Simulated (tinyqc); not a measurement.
# Worked calculation: surface potential of a MOS transistor: implicit equation and explicit approximations

Numbers from tinyqc (`OMP_NUM_THREADS=1 python tinyqc.py 2122025 2122026 out.jsonl`; about 0.01 s on one thread of a shared Intel Xeon 2.30GHz). Printed values are rounded.

p-type body, charge-sheet picture, depletion and inversion only, full ionisation (an idealisation for deep acceptors), Boltzmann statistics (rough once Na exp(x - xn) passes about Nc/7). In units of Vt: xg = (Vg - Vfb)/Vt, x = psi/Vt, G = gamma/sqrt(Vt), xn = (2 phiF + Vc)/Vt. The implicit equation is (xg - x)^2 = G^2 [x - 1 + exp(x - xn)] for x above about 3. Cox = eps0 eox/tox.

Inputs (values chosen for the exercise); band and dielectric values close to those of silicon:
- T = 250 K (temperature)
- Eg = 1.11 eV (band gap)
- eps_r = 11.6 (relative permittivity)
- Nc = 2.15e19 cm^-3 (conduction-band density of states at T)
- Nv = 1.98e19 cm^-3 (valence-band density of states at T)
- eox = 21.4 (relative permittivity of the gate insulator (close to hafnium oxide))
- tox = 36 nm (insulator thickness)
- Na = 1.8e16 cm^-3 (acceptor density)
- Vfb = -0.87 V (flat-band voltage)
- Vc = 0 V (channel-body voltage)
- Vg = -0.27 V (gate-body voltage)

Constants: q = 1.602176634e-19 C, kB = 1.380649e-23 J/K, Vt = kB T/q, eps0 = 8.8541878128e-14 F/cm where lengths are in cm. Results are converted to the units shown.

## Scales

ni = sqrt(Nc Nv) exp(-Eg/(2 Vt)), Eg in volts; phiF = Vt ln(Na/ni); gamma = sqrt(2 q eps0 eps_r Na)/Cox; VT = Vfb + Vt (xn + G sqrt(xn - 1)).

phiF = 0.4032434 V
gamma = 0.1462345 V^0.5
G = 0.9963074
xn = 37.43556
VT = 0.06604612 V
xg = 27.85084

## Explicit approximation

Depletion value a = 1 + [sqrt(G^2/4 + xg - 1) - G/2]^2; inversion value b = xn + ln[(xg - xn)^2/G^2 - xn + 1] and first guess y = min(a, b) - ln(1 + exp(-|a - b|)) if a > xn + 1, else b = y = a; one second-order correction with D = exp(y - xn), p = 2 (xg - y) + G^2 (1 + D), w = (xg - y)^2 - G^2 (y - 1 + D): z = y + 2 w/(p + sqrt(p^2 - 2 (2 - G^2 D) w)), or the Newton step z = y + w/p where the root is not real.

a = 23.16071
b = 23.16071
y = 23.16071
p = 10.37290
w = -6.270452e-7
z = 23.16071

The root of the implicit equation is x = 23.1607; y misses it by 6.0e-8 and z by -3.6e-15, in units of Vt (Newton branch).

## Starting value

x = y rounded to two decimals.

x at the start = 23.16

## Iteration 1: new x

D = exp(x - xn), f = (xg - x)^2 - G^2 (x - 1 + D), f' = -2 (xg - x) - G^2 (1 + D), x(new) = x - f/f'.

D = 6.312534e-7
f = 0.007365961
f' = -10.37432
x after iteration 1 = 23.16071

## Iteration 2: new x

As before.

D = 6.317017e-7
f = 5.041267e-7
f' = -10.37290
x after iteration 2 = 23.16071

## Course of the iteration

Stop when the step is below 1e-11, or after 60 iterations.

Course of the iteration:

| iteration | x before the step | step |
|---|---|---|
| 1 | 23.16 | 7.10e-4 |
| 2 | 23.16071 | 4.86e-8 |
| 3 | 23.16071 | 3.55e-15 |

Converged in 3 iterations.

## Potential, charges and gate control

converged x = 23.16071

psi = Vt x; N_dep = Cox Vt G sqrt(x - 1)/q; N_inv = (Cox Vt G/q) [sqrt(x - 1 + exp(x - xn)) - sqrt(x - 1)]; dpsi/dVg = 1/[1 + G^2 (1 + exp(x - xn))/(2 (xg - x))].

psi = 0.4989589 V
N_dep = 3.319309e11 cm^-2
N_inv = 4730.9 cm^-2
dpsi/dVg = 0.9043055

psi lies 14 Vt below 2 phiF + Vc.
